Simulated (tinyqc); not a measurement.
UKS/exchange-only LDA in the 6-311g basis, for H2-, spin multiplicity 2, step by step (part 1 of 2). The basis has no diffuse functions, so it cannot describe the extra electron: this is an exercise in the method, not the real anion. Computed by tinyqc, a small Python program that keeps every step (integrals from PySCF). Settings: charge = -1, multiplicity = 2, basis = 6-311g, energy threshold = 1e-09, iteration cap = 72, orthogonalisation = canonical, start = core, DIIS depth = 4, method = UKS, functional = Slater exchange alone, grid = [10, 86]. Command: `OMP_NUM_THREADS=1 python tinyqc.py 23639 23640 out.jsonl` (the two numbers bound the seeds that draw the settings). One thread of a shared host (Intel(R) Xeon(R) Processor @ 2.60GHz), about 0.7 s of CPU time with the checks. Later iterations appear only in the table of the cycle.

## One-electron integrals

Geometry (angstrom):
```
atom       x       y       z
H     0.0000  0.0000  0.0000
H     0.0000  0.0000  1.4080
```

Basis 6-311g: exponents (1/bohr^2) and contraction coefficients of normalised primitives:
```
element  l (shell)  exponent  coefficient
H            s (1)   33.8650       0.0255
H            s (1)    5.0948       0.1904
H            s (1)    1.1588       0.8522
H            s (2)    0.3258       1.0000
H            s (3)    0.1027       1.0000
```

Overlap, kinetic and nuclear-attraction integrals over the contracted functions; the nuclear repulsion is the sum of Za Zb / Rab.

nuclear repulsion = 0.375836 hartree

overlap S, order 1H 1s, 1H 2s, 1H 3s, 2H 1s, 2H 2s, 2H 3s:
```
[[1.0000, 0.7064, 0.3737, 0.0123, 0.1134, 0.1909],
 [0.7064, 1.0000, 0.7890, 0.1134, 0.3156, 0.4538],
 [0.3737, 0.7890, 1.0000, 0.1909, 0.4538, 0.6951],
 [0.0123, 0.1134, 0.1909, 1.0000, 0.7064, 0.3737],
 [0.1134, 0.3156, 0.4538, 0.7064, 1.0000, 0.7890],
 [0.1909, 0.4538, 0.6951, 0.3737, 0.7890, 1.0000]]
```

kinetic energy T (hartree), order 1H 1s, 1H 2s, 1H 3s, 2H 1s, 2H 2s, 2H 3s:
```
[[2.3043, 0.5491, 0.1063, -0.0390, -0.0192, 0.0300],
 [0.5491, 0.4888, 0.1849, -0.0192, 0.0356, 0.0671],
 [0.1063, 0.1849, 0.1541, 0.0300, 0.0671, 0.0812],
 [-0.0390, -0.0192, 0.0300, 2.3043, 0.5491, 0.1063],
 [-0.0192, 0.0356, 0.0671, 0.5491, 0.4888, 0.1849],
 [0.0300, 0.0671, 0.0812, 0.1063, 0.1849, 0.1541]]
```

nuclear attraction V (hartree), order 1H 1s, 1H 2s, 1H 3s, 2H 1s, 2H 2s, 2H 3s:
```
[[-2.4869, -1.3262, -0.6554, -0.0187, -0.1979, -0.3355],
 [-1.3262, -1.2858, -0.8753, -0.1979, -0.4133, -0.5274],
 [-0.6554, -0.8753, -0.8542, -0.3355, -0.5274, -0.6335],
 [-0.0187, -0.1979, -0.3355, -2.4869, -1.3262, -0.6554],
 [-0.1979, -0.4133, -0.5274, -1.3262, -1.2858, -0.8753],
 [-0.3355, -0.5274, -0.6335, -0.6554, -0.8753, -0.8542]]
```

core Hamiltonian H = T + V (hartree), order 1H 1s, 1H 2s, 1H 3s, 2H 1s, 2H 2s, 2H 3s:
```
[[-0.1826, -0.7771, -0.5491, -0.0576, -0.2171, -0.3055],
 [-0.7771, -0.7971, -0.6904, -0.2171, -0.3777, -0.4602],
 [-0.5491, -0.6904, -0.7001, -0.3055, -0.4602, -0.5524],
 [-0.0576, -0.2171, -0.3055, -0.1826, -0.7771, -0.5491],
 [-0.2171, -0.3777, -0.4602, -0.7771, -0.7971, -0.6904],
 [-0.3055, -0.4602, -0.5524, -0.5491, -0.6904, -0.7001]]
```

## Two-electron integrals

Functions are numbered as in S; the eight-fold symmetry (ij|kl) = (ji|kl) = (kl|ij) leaves the list below.

Two-electron integrals (ij|kl) in chemists' order, unique and non-zero (hartree):
```
(11|11) 1.3930     (21|11) 0.8230     (21|21) 0.5097     (22|11) 0.8229
(22|21) 0.5430     (22|22) 0.6441     (31|11) 0.4113     (31|21) 0.2578
(31|22) 0.2799     (31|31) 0.1308     (32|11) 0.5437     (32|21) 0.3658
(32|22) 0.4527     (32|31) 0.1898     (32|32) 0.3251     (33|11) 0.4940
(33|21) 0.3401     (33|22) 0.4460     (33|31) 0.1780     (33|32) 0.3318
(33|33) 0.3617     (41|11) 0.0090     (41|21) 0.0061     (41|22) 0.0076
(41|31) 0.0032     (41|32) 0.0054     (41|33) 0.0054     (41|41) 1.82e-04
(42|11) 0.0538     (42|21) 0.0378     (42|22) 0.0515     (42|31) 0.0199
(42|32) 0.0389     (42|33) 0.0428     (42|41) 0.0013     (42|42) 0.0128
(43|11) 0.0776     (43|21) 0.0547     (43|22) 0.0760     (43|31) 0.0289
(43|32) 0.0584     (43|33) 0.0666     (43|41) 0.0018     (43|42) 0.0203
(43|43) 0.0340     (44|11) 0.3758     (44|21) 0.2654     (44|22) 0.3735
(44|31) 0.1404     (44|32) 0.2901     (44|33) 0.3384     (44|41) 0.0090
(44|42) 0.1182     (44|43) 0.2072     (44|44) 1.3930     (51|11) 0.1182
(51|21) 0.0750     (51|22) 0.0829     (51|31) 0.0382     (51|32) 0.0566
(51|33) 0.0535     (51|41) 0.0013     (51|42) 0.0078     (51|43) 0.0111
(51|44) 0.0538     (51|51) 0.0128     (52|11) 0.1967     (52|21) 0.1340
(52|22) 0.1701     (52|31) 0.0698     (52|32) 0.1237     (52|33) 0.1288
(52|41) 0.0031     (52|42) 0.0250     (52|43) 0.0379     (52|44) 0.1967
(52|51) 0.0250     (52|52) 0.0641     (53|11) 0.2062     (53|21) 0.1432
(53|22) 0.1916     (53|31) 0.0752     (53|32) 0.1442     (53|33) 0.1601
(53|41) 0.0036     (53|42) 0.0336     (53|43) 0.0546     (53|44) 0.2976
(53|51) 0.0270     (53|52) 0.0789     (53|53) 0.1076     (54|11) 0.2654
(54|21) 0.1873     (54|22) 0.2627     (54|31) 0.0990     (54|32) 0.2034
(54|33) 0.2367     (54|41) 0.0061     (54|42) 0.0750     (54|43) 0.1302
(54|44) 0.8230     (54|51) 0.0378     (54|52) 0.1340     (54|53) 0.2011
(54|54) 0.5097     (55|11) 0.3735     (55|21) 0.2627     (55|22) 0.3639
(55|31) 0.1386     (55|32) 0.2800     (55|33) 0.3244     (55|41) 0.0076
(55|42) 0.0829     (55|43) 0.1420     (55|44) 0.8229     (55|51) 0.0515
(55|52) 0.1701     (55|53) 0.2515     (55|54) 0.5430     (55|55) 0.6441
(61|11) 0.2072     (61|21) 0.1302     (61|22) 0.1420     (61|31) 0.0661
(61|32) 0.0965     (61|33) 0.0907     (61|41) 0.0018     (61|42) 0.0111
(61|43) 0.0160     (61|44) 0.0776     (61|51) 0.0203     (61|52) 0.0379
(61|53) 0.0408     (61|54) 0.0547     (61|55) 0.0760     (61|61) 0.0340
(62|11) 0.2976     (62|21) 0.2011     (62|22) 0.2515     (62|31) 0.1045
(62|32) 0.1817     (62|33) 0.1873     (62|41) 0.0036     (62|42) 0.0270
(62|43) 0.0408     (62|44) 0.2062     (62|51) 0.0336     (62|52) 0.0789
(62|53) 0.0945     (62|54) 0.1432     (62|55) 0.1916     (62|61) 0.0546
(62|62) 0.1076     (63|11) 0.3082     (63|21) 0.2133     (63|22) 0.2837
(63|31) 0.1119     (63|32) 0.2130     (63|33) 0.2370     (63|41) 0.0042
(63|42) 0.0365     (63|43) 0.0587     (63|44) 0.3082     (63|51) 0.0365
(63|52) 0.0978     (63|53) 0.1298     (63|54) 0.2133     (63|55) 0.2837
(63|61) 0.0587     (63|62) 0.1298     (63|63) 0.1748     (64|11) 0.1404
(64|21) 0.0990     (64|22) 0.1386     (64|31) 0.0523     (64|32) 0.1072
(64|33) 0.1247     (64|41) 0.0032     (64|42) 0.0382     (64|43) 0.0661
(64|44) 0.4113     (64|51) 0.0199     (64|52) 0.0698     (64|53) 0.1045
(64|54) 0.2578     (64|55) 0.2799     (64|61) 0.0289     (64|62) 0.0752
(64|63) 0.1119     (64|64) 0.1308     (65|11) 0.2901     (65|21) 0.2034
(65|22) 0.2800     (65|31) 0.1072     (65|32) 0.2149     (65|33) 0.2488
(65|41) 0.0054     (65|42) 0.0566     (65|43) 0.0965     (65|44) 0.5437
(65|51) 0.0389     (65|52) 0.1237     (65|53) 0.1817     (65|54) 0.3658
(65|55) 0.4527     (65|61) 0.0584     (65|62) 0.1442     (65|63) 0.2130
(65|64) 0.1898     (65|65) 0.3251     (66|11) 0.3384     (66|21) 0.2367
(66|22) 0.3244     (66|31) 0.1247     (66|32) 0.2488     (66|33) 0.2902
(66|41) 0.0054     (66|42) 0.0535     (66|43) 0.0907     (66|44) 0.4940
(66|51) 0.0428     (66|52) 0.1288     (66|53) 0.1873     (66|54) 0.3401
(66|55) 0.4460     (66|61) 0.0666     (66|62) 0.1601     (66|63) 0.2370
(66|64) 0.1780     (66|65) 0.3318     (66|66) 0.3617
```

## Orthogonalisation

S = U s U^T; canonical form X = U s^(-1/2), so that X^T S X = 1. Each column of U has its largest component positive (the first on a tie).

eigenvalues of S: [0.0674, 0.1272, 0.3616, 0.7039, 1.5480, 3.1918]

X, order 1H 1s, 1H 2s, 1H 3s, 2H 1s, 2H 2s, 2H 3s:
```
[[0.7629, -0.8419, -0.7194, 0.6815, 0.4204, 0.1611],
 [-1.7753, 1.5418, 0.5225, 0.0805, 0.3492, 0.2459],
 [1.9184, -0.9190, 0.7696, -0.4892, 0.1559, 0.2650],
 [-0.7629, -0.8419, 0.7194, 0.6815, -0.4204, 0.1611],
 [1.7753, 1.5418, -0.5225, 0.0805, -0.3492, 0.2459],
 [-1.9184, -0.9190, -0.7696, -0.4892, -0.1559, 0.2650]]
```

## Starting guess

The start is the orbitals of the core Hamiltonian; D(s) = C_occ C_occ^T for each spin.

D(alpha) at the start, order 1H 1s, 1H 2s, 1H 3s, 2H 1s, 2H 2s, 2H 3s:
```
[[0.0676, 0.1668, 0.0853, -0.0126, -0.0328, -0.0496],
 [0.1668, 0.4116, 0.2115, -0.0328, -0.0855, -0.1246],
 [0.0853, 0.2115, 0.1252, -0.0496, -0.1246, -0.1020],
 [-0.0126, -0.0328, -0.0496, 0.0676, 0.1668, 0.0853],
 [-0.0328, -0.0855, -0.1246, 0.1668, 0.4116, 0.2115],
 [-0.0496, -0.1246, -0.1020, 0.0853, 0.2115, 0.1252]]
```

D(beta) at the start, order 1H 1s, 1H 2s, 1H 3s, 2H 1s, 2H 2s, 2H 3s:
```
[[0.0275, 0.0670, 0.0179, 0.0275, 0.0670, 0.0179],
 [0.0670, 0.1630, 0.0435, 0.0670, 0.1630, 0.0435],
 [0.0179, 0.0435, 0.0116, 0.0179, 0.0435, 0.0116],
 [0.0275, 0.0670, 0.0179, 0.0275, 0.0670, 0.0179],
 [0.0670, 0.1630, 0.0435, 0.0670, 0.1630, 0.0435],
 [0.0179, 0.0435, 0.0116, 0.0179, 0.0435, 0.0116]]
```

## Iteration 1: exchange-correlation on the grid

Becke grid with 10 radial and 86 angular points per atom, points of zero weight dropped. rho = sum D_ij phi_i phi_j; V_xc,ij = sum w v_xc phi_i phi_j; v_xc is d(rho eps)/d rho(s) for spin s.

The 12 grid points with the largest w rho, of 1714 (bohr, atomic units):
```
x              y       z       w  rho(alpha)  rho(beta)   eps_xc  v_xc(alpha)
0.0000   -0.3961  0.9815  0.0813      0.0440     0.0363  -0.3193      -0.4381
0.0000    0.3961  0.9815  0.0813      0.0440     0.0363  -0.3193      -0.4381
-0.3961   0.0000  0.9815  0.0813      0.0440     0.0363  -0.3193      -0.4381
0.3961    0.0000  0.9815  0.0813      0.0440     0.0363  -0.3193      -0.4381
0.0000    0.3961  1.6793  0.0813      0.0440     0.0363  -0.3193      -0.4381
0.3961    0.0000  1.6793  0.0813      0.0440     0.0363  -0.3193      -0.4381
-0.3961   0.0000  1.6793  0.0813      0.0440     0.0363  -0.3193      -0.4381
0.0000   -0.3961  1.6793  0.0813      0.0440     0.0363  -0.3193      -0.4381
0.2001    0.7349  1.9258  0.0906      0.0423     0.0289  -0.3085      -0.4322
-0.2001   0.7349  1.9258  0.0906      0.0423     0.0289  -0.3085      -0.4322
0.2001   -0.7349  1.9258  0.0906      0.0423     0.0289  -0.3085      -0.4322
-0.2001  -0.7349  1.9258  0.0906      0.0423     0.0289  -0.3085      -0.4322
```

electrons on the grid, sum of w rho = 3.0017

E_xc = sum of w rho eps_xc = -0.856818 hartree

V_xc(alpha) (hartree), order 1H 1s, 1H 2s, 1H 3s, 2H 1s, 2H 2s, 2H 3s:
```
[[-0.5921, -0.3628, -0.1830, -0.0051, -0.0540, -0.0927],
 [-0.3628, -0.3813, -0.2540, -0.0540, -0.1164, -0.1491],
 [-0.1830, -0.2540, -0.2233, -0.0927, -0.1491, -0.1649],
 [-0.0051, -0.0540, -0.0927, -0.5921, -0.3628, -0.1830],
 [-0.0540, -0.1164, -0.1491, -0.3628, -0.3813, -0.2540],
 [-0.0927, -0.1491, -0.1649, -0.1830, -0.2540, -0.2233]]
```

V_xc(beta) (hartree), order 1H 1s, 1H 2s, 1H 3s, 2H 1s, 2H 2s, 2H 3s:
```
[[-0.4600, -0.2849, -0.1442, -0.0047, -0.0454, -0.0746],
 [-0.2849, -0.3049, -0.2039, -0.0454, -0.1014, -0.1249],
 [-0.1442, -0.2039, -0.1783, -0.0746, -0.1249, -0.1362],
 [-0.0047, -0.0454, -0.0746, -0.4600, -0.2849, -0.1442],
 [-0.0454, -0.1014, -0.1249, -0.2849, -0.3049, -0.2039],
 [-0.0746, -0.1249, -0.1362, -0.1442, -0.2039, -0.1783]]
```

## Iteration 1: building the Kohn-Sham matrix

J_ij = sum D_kl (ij|kl) with D = D(alpha) + D(beta); F = H + J + V_xc; E = tr D H + tr D J / 2 + E_xc + E_nn.

Coulomb J (hartree), order 1H 1s, 1H 2s, 1H 3s, 2H 1s, 2H 2s, 2H 3s:
```
[[1.9044, 1.2576, 0.6499, 0.0230, 0.2070, 0.3377],
 [1.2576, 1.5338, 1.1072, 0.2070, 0.5138, 0.6685],
 [0.6499, 1.1072, 1.1567, 0.3377, 0.6685, 0.8515],
 [0.0230, 0.2070, 0.3377, 1.9044, 1.2576, 0.6499],
 [0.2070, 0.5138, 0.6685, 1.2576, 1.5338, 1.1072],
 [0.3377, 0.6685, 0.8515, 0.6499, 1.1072, 1.1567]]
```

F(alpha) (hartree), order 1H 1s, 1H 2s, 1H 3s, 2H 1s, 2H 2s, 2H 3s:
```
[[1.1297, 0.1177, -0.0822, -0.0398, -0.0641, -0.0604],
 [0.1177, 0.3554, 0.1628, -0.0641, 0.0198, 0.0592],
 [-0.0822, 0.1628, 0.2333, -0.0604, 0.0592, 0.1342],
 [-0.0398, -0.0641, -0.0604, 1.1297, 0.1177, -0.0822],
 [-0.0641, 0.0198, 0.0592, 0.1177, 0.3554, 0.1628],
 [-0.0604, 0.0592, 0.1342, -0.0822, 0.1628, 0.2333]]
```

F(beta) (hartree), order 1H 1s, 1H 2s, 1H 3s, 2H 1s, 2H 2s, 2H 3s:
```
[[1.2618, 0.1956, -0.0434, -0.0394, -0.0555, -0.0423],
 [0.1956, 0.4318, 0.2129, -0.0555, 0.0348, 0.0834],
 [-0.0434, 0.2129, 0.2783, -0.0423, 0.0834, 0.1629],
 [-0.0394, -0.0555, -0.0423, 1.2618, 0.1956, -0.0434],
 [-0.0555, 0.0348, 0.0834, 0.1956, 0.4318, 0.2129],
 [-0.0423, 0.0834, 0.1629, -0.0434, 0.2129, 0.2783]]
```

total energy of this density = -0.727718 hartree

## Iteration 1: diagonalisation and new density

Diagonalise F' = X^T F X, C = X C', fill 2 alpha and 1 beta electrons from the bottom; D(s) = C_occ C_occ^T. Each column has its largest component positive (the first on a tie).

F' = X^T F X (alpha) (hartree):
```
[[1.6832, 0.0000, -1.0451, 0.0000, 0.2600, 0.0000],
 [0.0000, 1.9715, 0.0000, -1.0284, 0.0000, 0.0012],
 [-1.0451, 0.0000, 1.4529, 0.0000, -0.5093, 0.0000],
 [0.0000, -1.0284, 0.0000, 1.3603, 0.0000, 0.1054],
 [0.2600, 0.0000, -0.5093, 0.0000, 0.6237, 0.0000],
 [0.0000, 0.0012, 0.0000, 0.1054, 0.0000, 0.1956]]
```

orbital energies (alpha) (hartree): [0.1767, 0.3027, 0.6105, 0.7028, 2.7402, 2.7543]

coefficients C (alpha), order 1H 1s, 1H 2s, 1H 3s, 2H 1s, 2H 2s, 2H 3s:
```
[[0.1236, 0.1089, 0.0679, -0.1043, -1.0860, -1.1197],
 [0.0714, -0.0225, 1.0227, -1.1168, 1.1803, 1.5161],
 [0.4376, 1.2290, -0.8721, 1.4162, -0.4495, -0.8836],
 [0.1236, -0.1089, 0.0679, 0.1043, -1.0860, 1.1197],
 [0.0714, 0.0225, 1.0227, 1.1168, 1.1803, -1.5161],
 [0.4376, -1.2290, -0.8721, -1.4162, -0.4495, 0.8836]]
```

F' = X^T F X (beta) (hartree):
```
[[1.7369, 0.0000, -1.0752, 0.0000, 0.2703, 0.0000],
 [0.0000, 2.0244, 0.0000, -1.0686, 0.0000, -0.0093],
 [-1.0752, 0.0000, 1.5335, 0.0000, -0.5401, 0.0000],
 [0.0000, -1.0686, 0.0000, 1.4513, 0.0000, 0.1471],
 [0.2703, 0.0000, -0.5401, 0.0000, 0.7377, 0.0000],
 [0.0000, -0.0093, 0.0000, 0.1471, 0.0000, 0.2667]]
```

orbital energies (beta) (hartree): [0.2322, 0.3602, 0.6624, 0.7821, 2.8479, 2.8659]

coefficients C (beta), order 1H 1s, 1H 2s, 1H 3s, 2H 1s, 2H 2s, 2H 3s:
```
[[0.1089, 0.0980, 0.0575, -0.0937, -1.0881, -1.1216],
 [0.0103, -0.1018, 1.0455, -1.1368, 1.1623, 1.4979],
 [0.4934, 1.3287, -0.8472, 1.3352, -0.4393, -0.8652],
 [0.1089, -0.0980, 0.0575, 0.0937, -1.0881, 1.1216],
 [0.0103, 0.1018, 1.0455, 1.1368, 1.1623, -1.4979],
 [0.4934, -1.3287, -0.8472, -1.3352, -0.4393, 0.8652]]
```

D(alpha) after iteration 1, order 1H 1s, 1H 2s, 1H 3s, 2H 1s, 2H 2s, 2H 3s:
```
[[0.0271, 0.0064, 0.1879, 0.0034, 0.0113, -0.0798],
 [0.0064, 0.0056, 0.0035, 0.0113, 0.0046, 0.0589],
 [0.1879, 0.0035, 1.7019, -0.0798, 0.0589, -1.3188],
 [0.0034, 0.0113, -0.0798, 0.0271, 0.0064, 0.1879],
 [0.0113, 0.0046, 0.0589, 0.0064, 0.0056, 0.0035],
 [-0.0798, 0.0589, -1.3188, 0.1879, 0.0035, 1.7019]]
```

D(beta) after iteration 1, order 1H 1s, 1H 2s, 1H 3s, 2H 1s, 2H 2s, 2H 3s:
```
[[0.0119, 0.0011, 0.0537, 0.0119, 0.0011, 0.0537],
 [0.0011, 0.0001, 0.0051, 0.0011, 0.0001, 0.0051],
 [0.0537, 0.0051, 0.2435, 0.0537, 0.0051, 0.2435],
 [0.0119, 0.0011, 0.0537, 0.0119, 0.0011, 0.0537],
 [0.0011, 0.0001, 0.0051, 0.0011, 0.0001, 0.0051],
 [0.0537, 0.0051, 0.2435, 0.0537, 0.0051, 0.2435]]
```

## Iteration 2: exchange-correlation on the grid

As before.

The 12 grid points with the largest w rho, of 1714 (bohr, atomic units):
```
x              y        z       w  rho(alpha)  rho(beta)   eps_xc  v_xc(alpha)
1.0267    0.0000  -2.5440  1.3307      0.0051     0.0011  -0.1484      -0.2130
0.0000   -1.0267  -2.5440  1.3307      0.0051     0.0011  -0.1484      -0.2130
-1.0267   0.0000  -2.5440  1.3307      0.0051     0.0011  -0.1484      -0.2130
0.0000    1.0267  -2.5440  1.3307      0.0051     0.0011  -0.1484      -0.2130
-1.0267   0.0000   5.2047  1.3307      0.0051     0.0011  -0.1484      -0.2130
0.0000   -1.0267   5.2047  1.3307      0.0051     0.0011  -0.1484      -0.2130
1.0267    0.0000   5.2047  1.3307      0.0051     0.0011  -0.1484      -0.2130
0.0000    1.0267   5.2047  1.3307      0.0051     0.0011  -0.1484      -0.2130
0.0000    0.0000  -2.7434  1.3005      0.0052     0.0011  -0.1495      -0.2144
0.0000    0.0000   5.4041  1.3005      0.0052     0.0011  -0.1495      -0.2144
0.5187   -1.9049  -1.9049  1.3379      0.0047     0.0012  -0.1441      -0.2076
-1.9049   0.5187  -1.9049  1.3379      0.0047     0.0012  -0.1441      -0.2076
```

electrons on the grid, sum of w rho = 3.0017

E_xc = sum of w rho eps_xc = -0.543277 hartree

V_xc(alpha) (hartree), order 1H 1s, 1H 2s, 1H 3s, 2H 1s, 2H 2s, 2H 3s:
```
[[-0.4401, -0.2778, -0.1420, -0.0041, -0.0419, -0.0718],
 [-0.2778, -0.3212, -0.2288, -0.0419, -0.0978, -0.1317],
 [-0.1420, -0.2288, -0.2324, -0.0718, -0.1317, -0.1655],
 [-0.0041, -0.0419, -0.0718, -0.4401, -0.2778, -0.1420],
 [-0.0419, -0.0978, -0.1317, -0.2778, -0.3212, -0.2288],
 [-0.0718, -0.1317, -0.1655, -0.1420, -0.2288, -0.2324]]
```

V_xc(beta) (hartree), order 1H 1s, 1H 2s, 1H 3s, 2H 1s, 2H 2s, 2H 3s:
```
[[-0.3522, -0.2243, -0.1149, -0.0037, -0.0360, -0.0595],
 [-0.2243, -0.2628, -0.1877, -0.0360, -0.0873, -0.1137],
 [-0.1149, -0.1877, -0.1896, -0.0595, -0.1137, -0.1415],
 [-0.0037, -0.0360, -0.0595, -0.3522, -0.2243, -0.1149],
 [-0.0360, -0.0873, -0.1137, -0.2243, -0.2628, -0.1877],
 [-0.0595, -0.1137, -0.1415, -0.1149, -0.1877, -0.1896]]
```

## Iteration 2: building the Kohn-Sham matrix

As before.

Coulomb J (hartree), order 1H 1s, 1H 2s, 1H 3s, 2H 1s, 2H 2s, 2H 3s:
```
[[1.3857, 0.9418, 0.4914, 0.0171, 0.1546, 0.2543],
 [0.9418, 1.2185, 0.9068, 0.1546, 0.4019, 0.5398],
 [0.4914, 0.9068, 1.0004, 0.2543, 0.5398, 0.7253],
 [0.0171, 0.1546, 0.2543, 1.3857, 0.9418, 0.4914],
 [0.1546, 0.4019, 0.5398, 0.9418, 1.2185, 0.9068],
 [0.2543, 0.5398, 0.7253, 0.4914, 0.9068, 1.0004]]
```

F(alpha) (hartree), order 1H 1s, 1H 2s, 1H 3s, 2H 1s, 2H 2s, 2H 3s:
```
[[0.7630, -0.1131, -0.1996, -0.0446, -0.1044, -0.1230],
 [-0.1131, 0.1002, -0.0124, -0.1044, -0.0735, -0.0521],
 [-0.1996, -0.0124, 0.0679, -0.1230, -0.0521, 0.0073],
 [-0.0446, -0.1044, -0.1230, 0.7630, -0.1131, -0.1996],
 [-0.1044, -0.0735, -0.0521, -0.1131, 0.1002, -0.0124],
 [-0.1230, -0.0521, 0.0073, -0.1996, -0.0124, 0.0679]]
```

F(beta) (hartree), order 1H 1s, 1H 2s, 1H 3s, 2H 1s, 2H 2s, 2H 3s:
```
[[0.8509, -0.0596, -0.1726, -0.0442, -0.0985, -0.1107],
 [-0.0596, 0.1586, 0.0287, -0.0985, -0.0630, -0.0341],
 [-0.1726, 0.0287, 0.1107, -0.1107, -0.0341, 0.0314],
 [-0.0442, -0.0985, -0.1107, 0.8509, -0.0596, -0.1726],
 [-0.0985, -0.0630, -0.0341, -0.0596, 0.1586, 0.0287],
 [-0.1107, -0.0341, 0.0314, -0.1726, 0.0287, 0.1107]]
```

total energy of this density = -0.850326 hartree

## Iteration 2: DIIS over 2 matrices

error matrix X^T (FDS - SDF) X (alpha):
```
[[0.0000, 0.0000, 0.0008, 0.0000, 0.0451, 0.0000],
 [0.0000, 0.0000, 0.0000, -0.0041, 0.0000, -0.0334],
 [-0.0008, 0.0000, 0.0000, 0.0000, 0.0816, 0.0000],
 [0.0000, 0.0041, 0.0000, 0.0000, 0.0000, -0.0976],
 [-0.0451, 0.0000, -0.0816, 0.0000, 0.0000, 0.0000],
 [0.0000, 0.0334, 0.0000, 0.0976, 0.0000, 0.0000]]
```

B (overlaps of the stored error matrices):
```
[[2.1198107e-01, -1.1369450e-01],
 [-1.1369450e-01, 6.6739590e-02]]
```

Minimise |sum c_i e_i|^2 with sum c_i = 1: solve [B -1; -1 0][c; lambda] = [0; -1] with B_ij = tr e_i^T e_j summed over both spins, and take F = sum c_i F_i.

DIIS coefficients: [0.3565, 0.6435]

extrapolated F(alpha) (hartree), order 1H 1s, 1H 2s, 1H 3s, 2H 1s, 2H 2s, 2H 3s:
```
[[0.8937, -0.0308, -0.1578, -0.0429, -0.0901, -0.1007],
 [-0.0308, 0.1912, 0.0500, -0.0901, -0.0403, -0.0124],
 [-0.1578, 0.0500, 0.1269, -0.1007, -0.0124, 0.0525],
 [-0.0429, -0.0901, -0.1007, 0.8937, -0.0308, -0.1578],
 [-0.0901, -0.0403, -0.0124, -0.0308, 0.1912, 0.0500],
 [-0.1007, -0.0124, 0.0525, -0.1578, 0.0500, 0.1269]]
```

extrapolated F(beta) (hartree), order 1H 1s, 1H 2s, 1H 3s, 2H 1s, 2H 2s, 2H 3s:
```
[[0.9974, 0.0314, -0.1265, -0.0425, -0.0832, -0.0863],
 [0.0314, 0.2560, 0.0944, -0.0832, -0.0282, 0.0078],
 [-0.1265, 0.0944, 0.1705, -0.0863, 0.0078, 0.0783],
 [-0.0425, -0.0832, -0.0863, 0.9974, 0.0314, -0.1265],
 [-0.0832, -0.0282, 0.0078, 0.0314, 0.2560, 0.0944],
 [-0.0863, 0.0078, 0.0783, -0.1265, 0.0944, 0.1705]]
```
